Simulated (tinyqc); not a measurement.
Worked calculation: Hueckel theory of the pi electrons with the omega technique, for the molecule [CH2]c1ccccn1 (SMILES; centres numbered as the heavy atoms are written). Computed by tinyqc, a small Python program that keeps every step. Settings: charge = 0, omega = 1.0, damping = 0.3. Command: `OMP_NUM_THREADS=1 python tinyqc.py 26230 26231 out.jsonl` (the two numbers bound the seeds that draw the settings). One thread of a shared host (Intel(R) Xeon(R) Processor @ 2.60GHz), about 0.01 s of CPU time with the checks.

## The Hueckel matrix

Centres:
```
centre  z_r, pi electrons of the neutral centre         h
1C                                            1  0.000000
2C                                            1  0.000000
3C                                            1  0.000000
4C                                            1  0.000000
5C                                            1  0.000000
6C                                            1  0.000000
7N                                            1  0.500000
```

Bonds:
```
i  j         k
1  2         1
2  3         1
3  4         1
4  5         1
5  6         1
6  7         1
7  2  1.000000
```

H_rr = alpha + h_r beta, H_rs = k_rs beta for bonded centres.

Hueckel matrix in units of beta (H = alpha + beta A), order 1C, 2C, 3C, 4C, 5C, 6C, 7N:
$$\begin{pmatrix}
0.000000 & 1.000000 & 0.000000 & 0.000000 & 0.000000 & 0.000000 & 0.000000 \\
1.000000 & 0.000000 & 1.000000 & 0.000000 & 0.000000 & 0.000000 & 1.000000 \\
0.000000 & 1.000000 & 0.000000 & 1.000000 & 0.000000 & 0.000000 & 0.000000 \\
0.000000 & 0.000000 & 1.000000 & 0.000000 & 1.000000 & 0.000000 & 0.000000 \\
0.000000 & 0.000000 & 0.000000 & 1.000000 & 0.000000 & 1.000000 & 0.000000 \\
0.000000 & 0.000000 & 0.000000 & 0.000000 & 1.000000 & 0.000000 & 1.000000 \\
0.000000 & 1.000000 & 0.000000 & 0.000000 & 0.000000 & 1.000000 & 0.500000
\end{pmatrix}$$

## Orbitals, round 1

pi electrons, sum of z_r less the charge = 7

Diagonalise; E = alpha + x beta with beta < 0, so the largest x are filled first; degenerate levels share their electrons. P = sum n_i c_ri c_si; each orbital has its largest coefficient positive (the first on a tie).

x values: [2.204604, 1.272723, 1.126874, 0.069973, -0.885506, -1.254868, -2.033800]

occupations: [2.000000, 2.000000, 2.000000, 1.000000, 0.000000, 0.000000, 0.000000]

coefficients, order 1C, 2C, 3C, 4C, 5C, 6C, 7N:
$$\begin{pmatrix}
0.224687 & -0.354253 & 0.159784 & 0.749590 & -0.106703 & -0.406997 & -0.244074 \\
0.495345 & -0.450866 & 0.180057 & 0.052451 & 0.094486 & 0.510728 & 0.496399 \\
0.361445 & 0.006019 & 0.533081 & -0.379403 & 0.475326 & -0.158247 & -0.436145 \\
0.301499 & 0.458527 & 0.420659 & -0.078999 & -0.515390 & -0.312149 & 0.390632 \\
0.303241 & 0.577558 & -0.059052 & 0.373875 & -0.018945 & 0.549953 & -0.358323 \\
0.367026 & 0.276544 & -0.487203 & 0.105161 & 0.532166 & -0.377969 & 0.338126 \\
0.505907 & -0.225593 & -0.489964 & -0.366517 & -0.452291 & -0.075652 & -0.329357
\end{pmatrix}$$

charge and bond-order matrix P, order 1C, 2C, 3C, 4C, 5C, 6C, 7N:
$$\begin{pmatrix}
0.964906 & 0.638893 & 0.044118 & -0.114171 & -0.011553 & -0.107869 & -0.044139 \\
0.638893 & 0.964885 & 0.524722 & 0.032566 & -0.222040 & -0.055692 & 0.508954 \\
0.044118 & 0.524722 & 0.973656 & 0.701934 & 0.021354 & -0.290687 & -0.020325 \\
-0.114171 & 0.032566 & 0.701934 & 0.962445 & 0.633287 & 0.056722 & -0.285081 \\
-0.011553 & -0.222040 & 0.021354 & 0.633287 & 0.997813 & 0.638893 & -0.032928 \\
-0.107869 & -0.055692 & -0.290687 & 0.056722 & 0.638893 & 0.908162 & 0.685470 \\
-0.044139 & 0.508954 & -0.020325 & -0.285081 & -0.032928 & 0.685470 & 1.228133
\end{pmatrix}$$

## Omega technique, round 1

h_r = h_r(0) + omega q_r, omega = 1, with q_r = z_r - P_rr; 0.3 of the old diagonal is kept.

matrix after round 1, order 1C, 2C, 3C, 4C, 5C, 6C, 7N:
$$\begin{pmatrix}
0.024566 & 1.000000 & 0.000000 & 0.000000 & 0.000000 & 0.000000 & 0.000000 \\
1.000000 & 0.024581 & 1.000000 & 0.000000 & 0.000000 & 0.000000 & 1.000000 \\
0.000000 & 1.000000 & 0.018441 & 1.000000 & 0.000000 & 0.000000 & 0.000000 \\
0.000000 & 0.000000 & 1.000000 & 0.026288 & 1.000000 & 0.000000 & 0.000000 \\
0.000000 & 0.000000 & 0.000000 & 1.000000 & 0.001531 & 1.000000 & 0.000000 \\
0.000000 & 0.000000 & 0.000000 & 0.000000 & 1.000000 & 0.064286 & 1.000000 \\
0.000000 & 1.000000 & 0.000000 & 0.000000 & 0.000000 & 1.000000 & 0.340307
\end{pmatrix}$$

## Orbitals, round 2

As before.

x values: [2.187931, 1.287162, 1.113292, 0.065369, -0.890521, -1.233310, -2.029922]

occupations: [2.000000, 2.000000, 2.000000, 1.000000, 0.000000, 0.000000, 0.000000]

coefficients, order 1C, 2C, 3C, 4C, 5C, 6C, 7N:
$$\begin{pmatrix}
0.229781 & -0.383343 & 0.079972 & 0.753492 & -0.065725 & -0.403517 & -0.242811 \\
0.497101 & -0.484008 & 0.087067 & 0.030744 & 0.060144 & 0.507574 & 0.498852 \\
0.376697 & -0.071742 & 0.519938 & -0.377105 & 0.486452 & -0.139327 & -0.429374 \\
0.320139 & 0.392987 & 0.482187 & -0.048441 & -0.502310 & -0.333171 & 0.380662 \\
0.315329 & 0.567249 & 0.004201 & 0.375212 & -0.025929 & 0.558989 & -0.353347 \\
0.369296 & 0.336286 & -0.477516 & 0.072394 & 0.525440 & -0.357091 & 0.337146 \\
0.468925 & -0.156013 & -0.505118 & -0.375133 & -0.475765 & -0.095629 & -0.352708
\end{pmatrix}$$

charge and bond-order matrix P, order 1C, 2C, 3C, 4C, 5C, 6C, 7N:
$$\begin{pmatrix}
0.980044 & 0.636622 & 0.027135 & -0.113551 & -0.006598 & -0.109938 & -0.028337 \\
0.636622 & 0.978851 & 0.522905 & 0.020342 & -0.223338 & -0.039301 & 0.517737 \\
0.027135 & 0.522905 & 0.976973 & 0.704485 & 0.019050 & -0.293884 & -0.008125 \\
-0.113551 & 0.020342 & 0.704485 & 0.981210 & 0.633616 & 0.036752 & -0.291331 \\
-0.006598 & -0.223338 & 0.019050 & 0.633616 & 0.983226 & 0.637565 & -0.026264 \\
-0.109938 & -0.039301 & -0.293884 & 0.036752 & 0.637565 & 0.960220 & 0.696662 \\
-0.028337 & 0.517737 & -0.008125 & -0.291331 & -0.026264 & 0.696662 & 1.139475
\end{pmatrix}$$

## Omega technique, round 2

As before.

matrix after round 2, order 1C, 2C, 3C, 4C, 5C, 6C, 7N:
$$\begin{pmatrix}
0.021339 & 1.000000 & 0.000000 & 0.000000 & 0.000000 & 0.000000 & 0.000000 \\
1.000000 & 0.022178 & 1.000000 & 0.000000 & 0.000000 & 0.000000 & 1.000000 \\
0.000000 & 1.000000 & 0.021651 & 1.000000 & 0.000000 & 0.000000 & 0.000000 \\
0.000000 & 0.000000 & 1.000000 & 0.021040 & 1.000000 & 0.000000 & 0.000000 \\
0.000000 & 0.000000 & 0.000000 & 1.000000 & 0.012201 & 1.000000 & 0.000000 \\
0.000000 & 0.000000 & 0.000000 & 0.000000 & 1.000000 & 0.047132 & 1.000000 \\
0.000000 & 1.000000 & 0.000000 & 0.000000 & 0.000000 & 1.000000 & 0.354459
\end{pmatrix}$$

## Convergence

Each round sets h_r = h_r(0) + omega (z_r - P_rr), keeping the share named as damping of the old diagonal; repeat until output and input diagonals agree to 1e-6.

Rounds:
```
round   sum n x  largest |h(out) - h(in)|
1      9.278375                  2.28e-01
2      9.242137                  2.45e-02
3      9.244990                  4.05e-03
4      9.244399                  8.67e-04
5      9.244512                  1.86e-04
6      9.244487                  4.33e-05
7      9.244492                  1.02e-05
8      9.244491                  2.38e-06
9      9.244491                  5.55e-07
```

Converged in 9 rounds.

## Energy, charges, bond orders

final x values: [2.188729, 1.287341, 1.112575, 0.067202, -0.892445, -1.233606, -2.029796]

occupations: [2.000000, 2.000000, 2.000000, 1.000000, 0.000000, 0.000000, 0.000000]

final P, order 1C, 2C, 3C, 4C, 5C, 6C, 7N:
$$\begin{pmatrix}
0.977650 & 0.636699 & 0.028582 & -0.113447 & -0.007102 & -0.110022 & -0.029300 \\
0.636699 & 0.977211 & 0.523201 & 0.021435 & -0.223383 & -0.039360 & 0.517016 \\
0.028582 & 0.523201 & 0.979448 & 0.704121 & 0.017689 & -0.293544 & -0.010554 \\
-0.113447 & 0.021435 & 0.704121 & 0.977250 & 0.633779 & 0.038077 & -0.290858 \\
-0.007102 & -0.223383 & 0.017689 & 0.633779 & 0.989729 & 0.637473 & -0.025716 \\
-0.110022 & -0.039360 & -0.293544 & 0.038077 & 0.637473 & 0.950770 & 0.696158 \\
-0.029300 & 0.517016 & -0.010554 & -0.290858 & -0.025716 & 0.696158 & 1.147943
\end{pmatrix}$$

E = sum n x; q_r = z_r - P_rr; bond order p = P_rs; free valence = sqrt(3) - sum of p over the bonds of the atom.

pi energy = 7 alpha + this times beta = 9.244491

pi charges: 1C 0.022350, 2C 0.022789, 3C 0.020552, 4C 0.022750, 5C 0.010271, 6C 0.049230, 7N -0.147943

Bond orders and lengths from R = 1.517 - 0.180 p (angstrom, C-C alone):
```
bond         p         R
1-2   0.636699  1.402394
2-3   0.523201  1.422824
3-4   0.704121  1.390258
4-5   0.633779  1.402920
5-6   0.637473  1.402255
6-7   0.696158         -
7-2   0.517016         -
```

free valence of the carbons: 1C 1.095352, 2C 0.055135, 3C 0.504729, 4C 0.394151, 5C 0.460799, 6C 0.398419

gap between the highest filled and the next level = 0.959647 |beta|
